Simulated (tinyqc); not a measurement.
Inside a calculation: averaged masses of warped heavy- and light-hole bands. Values are carried at full precision from step to step, so a last printed digit may differ when a step is redone from the rounded ones.

Constants: Ry = 13.60569312 eV; a0 (Bohr radius) = 0.5291772105 angstrom; kB = 8.617333262e-05 eV/K; hbar^2/2m0 = 3.80998211 eV angstrom^2.

Values chosen for the exercise (near those of InSb; not measured data):
- g1 = 35.2 (Luttinger gamma1)
- g2 = 15.35 (gamma2)
- g3 = 16.3 (gamma3)
- eps = 16.5 (dielectric constant)
- mso = 0.101 m0 (split-off mass)
- Dso = 0.768 eV (spin-orbit splitting)
- T = 300 K (temperature)

## Other forms of the parameters

Dresselhaus-Kip-Kittel form E = c [A k^2 -/+ sqrt(B^2 k^4 + C^2 (kx^2 ky^2 + ky^2 kz^2 + kz^2 kx^2))] with A = g1, B = 2 g2, C^2 = 12 (g3^2 - g2^2). Spherical form: mu = (6 g3 + 4 g2)/(5 g1), delta = (g3 - g2)/g1, masses 1/(g1 (1 -/+ mu)). Effective rydberg R* = Ry/(g1 eps^2) and radius a* = a0 g1 eps.

A, B, |C|: [35.200, 30.700, 18.995]

mu, delta: [0.9045, 0.0270]

spherical masses, heavy and light (m0): [0.2976, 0.0149]

R* = 1.42 meV
a* = 307.3 angstrom

delta/mu = 0.03 measures the warping against the spherical splitting.

## Masses along six directions

Four-band hole energies E = c k^2 f(u), c = hbar^2/2m0, f = g1 -/+ 2 sqrt(g2^2 + 3 (g3^2 - g2^2) s), s = ux^2 uy^2 + uy^2 uz^2 + uz^2 ux^2 for the unit vector u; minus for heavy, plus for light holes; the mass along u is 1/f.

Give s and both masses.

Masses (m0):
```
direction        s   heavy   light
[100]      0.00000  0.2222  0.0152
[110]      0.25000  0.3263  0.0149
[111]      0.33333  0.3846  0.0147
[310]      0.09000  0.2515  0.0151
[211]      0.25000  0.3263  0.0149
[321]      0.25000  0.3263  0.0149
```

The heavy mass grows by a factor of 1.73 from [100] to [111] while the light one shrinks by 3 %; 1/m_heavy + 1/m_light = 2 g1 in every direction.

## Density-of-states masses from three directions

m_d^(3/2) is the angular mean of m(u)^(3/2). The rule mean = (10 F[100] + 16 F[110] + 9 F[111])/35 is exact for cubic harmonics up to sixth order. Total m_d = (m_h^(3/2) + m_l^(3/2))^(2/3).

m^(3/2):
```
direction    heavy    light
[100]      0.10476  0.00187
[110]      0.18641  0.00181
[111]      0.23853  0.00179
```

m_d heavy, light (m0): [0.3146, 0.0149]

total = 0.3168 m0
share of light holes = 1.0 %

## Averages on a grid

Grid: n x n midpoints in cos(theta) from 0 to 1 and phi from 0 to pi/2, equal weights. m_d = <f^(-3/2)>^(2/3). Conductivity mass for one scattering time: 1/m_c = <|w|^2 f^(-5/2)>/<f^(-3/2)> with w = grad_k(k^2 f)/(2 k), that is |w|^2 = f^2 + |angular gradient of f|^2/4.

Use n = 40.

m_d heavy, light (m0): [0.3063, 0.0149]

m_c heavy, light (m0): [0.2789, 0.0149]

The three-direction rule differs from the grid by +2.73 % for heavy holes. Warping makes m_c of the heavy holes 9 % smaller than m_d; on a sphere the two are equal.

## Effective density of states

Nv = 2 (kT/(4 pi c))^(3/2) [m_h^(3/2) + m_l^(3/2) + mso^(3/2) exp(-Dso/kT)], c = hbar^2/2m0, parabolic bands, m_h and m_l the density-of-states masses from the grid; 1 angstrom^-3 = 1e24 cm^-3.

prefactor = 2.5094e+19 cm^-3

the three terms: [0.16950, 0.00182, 0.00000]

Nv = 4.299e+18 cm^-3

shares (%): [98.9, 1.1, 0.0]

kT/Dso = 0.03, small enough for the four-band form.

## Checks

- m_d and m_c of heavy holes for g2 = g3 against 1/(g1 - 2 g3): they agree to 1e-10 or better.
- m_d of heavy holes on grids of 40 and 160: both 0.3063.

tinyqc: `OMP_NUM_THREADS=1 python tinyqc.py 1080699 1080700 out.jsonl`; about 0.03 s, one thread, shared Intel(R) Xeon(R) Processor @ 2.30GHz.
